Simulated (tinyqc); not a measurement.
From results back to parameters: band offset of a heterojunction with an interface dipole (two-band chains, self-consistent charge). Two cases, with inputs chosen for the exercise.

Problem. D0 is the offset of the mid-gaps without dipole, chi the charge moved per eV of offset and u the potential step per electron moved. In linear response the valence offset is S D0 - (G2 - G1)/2 with S = 1/(1 + u chi/2). Two interfaces between the same crystals differ in D0 by a known amount, as from a layer of fixed dipoles; their offsets come from hidden S and D0.

Case 1.

Values chosen (out of a larger set: gaps near those of Si and SiO2; the chains and D0 are free models, so the offsets are not those of the real pair; not measured data): G1 = 1.12 eV (gap on the left); G2 = 8.64 eV (gap on the right).

chi = 0.08622 1/eV

valence offsets (eV): first -4.20403, second -3.09006

D0(second) - D0(first) = 1.43 eV

Case 2.

Values chosen (out of a larger set: gaps near those of InGaAs and InP; the chains and D0 are free models, so the offsets are not those of the real pair; not measured data): G1 = 0.77 eV (gap on the left); G2 = 1.32 eV (gap on the right).

chi = 0.51504 1/eV

valence offsets (eV): first -0.46680, second 0.09216

D0(second) - D0(first) = 1.02 eV

Find: S; D0 of the first; u.

Solution. S is the change of the offset over the change of D0; then D0 = (offset + (G2 - G1)/2)/S and u = 2 (1/S - 1)/chi.

Case 1.

S = 0.779
D0 of the first = -0.57 eV
u = 6.6 eV

Case 2.

S = 0.548
D0 of the first = -0.35 eV
u = 3.2 eV

Computed by tinyqc, one run a case: `OMP_NUM_THREADS=1 python tinyqc.py N N+1 out.jsonl` with N = 1481989, 1482152; one thread of a shared Intel(R) Xeon(R) Processor @ 2.30GHz, about 0.3 s a run at most.
